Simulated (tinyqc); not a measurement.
Leakage against temperature: trap-assisted generation and recombination current of an abrupt junction. Computed by tinyqc, a small Python program. Command: `OMP_NUM_THREADS=1 python tinyqc.py 3000471 3000472 out.jsonl junctionleak walk`. One thread of a shared host (Intel(R) Xeon(R) Processor @ 2.30GHz), about 0.01 s of CPU time with the checks.

Depletion approximation, flat quasi-Fermi levels across the depleted layer, long neutral regions with minority lifetimes tau_n and tau_p, full ionisation and Boltzmann statistics. Voltages in exponents stand for e V.

Inputs (values chosen for the exercise, with bands and screening modelled on InP):
```
quantity,value,unit
gap E_g,1.37,eV
electron mass m_e,0.0788,m_0
valleys M_c,1,-
hole mass m_h,0.581,m_0
dielectric constant eps,12.2,-
acceptor density N_A,3.6e+15,cm^-3
donor density N_D,7.5e+17,cm^-3
capture time tau_n,1.6e-07,s
capture time tau_p,8.2e-09,s
trap level E_t - E_i,0,eV
electron diffusion coefficient D_n,8.6,cm^2/s
hole diffusion coefficient D_p,11,cm^2/s
reverse bias V_r,2.4,V
temperature T,300,K
```

Field enhancement: none.

Constants: k_B = 8.617333262e-05 eV/K; m_0 = 9.1093837015e-31 kg; k_B = 1.380649e-23 J/K; h = 6.62607015e-34 J s; e = 1.602176634e-19 C; eps_0 = 8.8541878128e-12 F/m.

Method:
- N_c = 2 M_c (2 pi m_e k_B T/h^2)^(3/2) and N_v = 2 (2 pi m_h k_B T/h^2)^(3/2), masses in units of m_0.
- n_i = sqrt(N_c N_v) exp(-E_g/2 k_B T); V_bi = (k_B T/e) ln(N_A N_D/n_i^2); diffusion saturation current J_d0 = e n_i^2 [sqrt(D_n/tau_n)/N_A + sqrt(D_p/tau_p)/N_D].
- W = sqrt(2 eps eps_0 (V_bi - V)(1/N_A + 1/N_D)/e), x_p = W N_D/(N_A + N_D), x_n = W - x_p, peak field F_m = 2 (V_bi - V)/W; reverse bias means V = -V_r.
- Potential from the p edge: phi = (V_bi - V) x^2/(x_p W) on the p side and (V_bi - V)[1 - (W - x)^2/(x_n W)] on the n side; p = N_A exp(-phi/k_B T), n = n_i^2 exp(V/k_B T)/p; U = (n p - n_i^2)/[tau_p (n + n_i exp(dE/k_B T)) + tau_n (p + n_i exp(-dE/k_B T))], dE = E_t - E_i, n1 = n_i exp(dE/k_B T), p1 = n_i exp(-dE/k_B T); J_t = e int U dx by the trapezoid rule on 400 intervals on each side.
- The gap, capture times and diffusion coefficients are held fixed. J_g = -J_t at V = -V_r. The last column is -k_B d ln(J_g + J_d0)/d(1/T) from this row and the one above.

Reverse current:
```
T (K),generation (A/cm^2),diffusion (A/cm^2),activation energy (eV)
240,4.2438e-13,1.7973e-23,-
270,2.0288e-11,4.0235e-20,0.71981
300,4.5617e-10,1.9911e-17,0.72426
340,1.2616e-08,1.4785e-14,0.72951
380,1.7738e-07,2.8337e-12,0.73575
420,1.5360e-06,2.0568e-10,0.74224
480,2.0516e-05,3.4840e-08,0.75096
```

What follows from these numbers?

The activation energy goes from 0.720 to 0.751 eV. Generation alone gives about E_g/2 + dE if tau_p exp(dE/k_B T) exceeds tau_n exp(-dE/k_B T), else E_g/2 - dE, here 0.685 eV, plus 1.5 k_B T and diffusion E_g = 1.37 eV plus 3 k_B T; generation rules in every row.

Extremes, crossings and ranges named in words are read from the listed rows.
